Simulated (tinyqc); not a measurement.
G0W0 on RHF in the 6-31g basis, for H2, spin multiplicity 1, step by step. One step of it, computed by the program tinyqc.

Task: Screening: direct RPA. With D = e_a - e_i and K = (ia|jb): diagonalise D^(1/2) (D + 4K) D^(1/2) = Z w^2 Z^T; X + Y = D^(1/2) Z w^(-1/2), each column of Z with its largest component positive (the first on a tie); E_c = (sum w - tr (D + 2K)) / 2.

orbital energies (hartree): MO1 -0.521933, MO2 0.161046, MO3 0.916264, MO4 1.147297

Two-electron integrals over orbitals (pq|rs), unique and non-zero (hartree):
```
(11|11) 0.562571    (21|21) 0.108914    (22|11) 0.440131    (22|22) 0.401594
(31|11) 0.132203    (31|22) 0.068873    (31|31) 0.093169    (32|21) 0.011656
(32|32) 0.037828    (33|11) 0.502025    (33|22) 0.403133    (33|31) 0.118260
(33|33) 0.473056    (41|21) -0.080347   (41|32) -0.049855   (41|41) 0.108813
(42|11) -0.136229   (42|22) -0.072989   (42|31) -0.080903   (42|33) -0.119064
(42|42) 0.082539    (43|21) -0.121215   (43|32) -0.039355   (43|41) 0.124773
(43|43) 0.174755    (44|11) 0.563830    (44|22) 0.447785    (44|31) 0.168247
(44|33) 0.529615    (44|42) -0.161544   (44|44) 0.624184
```

Give: D^(1/2) (D + 4K) D^(1/2); excitation energies w; X + Y; RPA correlation energy.

Result:

D^(1/2) (D + 4K) D^(1/2) (hartree^2), order 1>2, 1>3, 1>4:
$$\begin{pmatrix}
0.7640 & 0.0000 & -0.3432 \\
0.0000 & 2.6044 & 0.0000 \\
-0.3432 & 0.0000 & 3.5129
\end{pmatrix}$$

excitation energies w (hartree): [0.8496, 1.6138, 1.8855]

X + Y, order 1>2, 1>3, 1>4:
$$\begin{pmatrix}
0.8899 & 0.0000 & -0.0734 \\
0.0000 & 0.9440 & 0.0000 \\
0.1710 & 0.0000 & 0.9339
\end{pmatrix}$$

RPA correlation energy = -0.031652 hartree
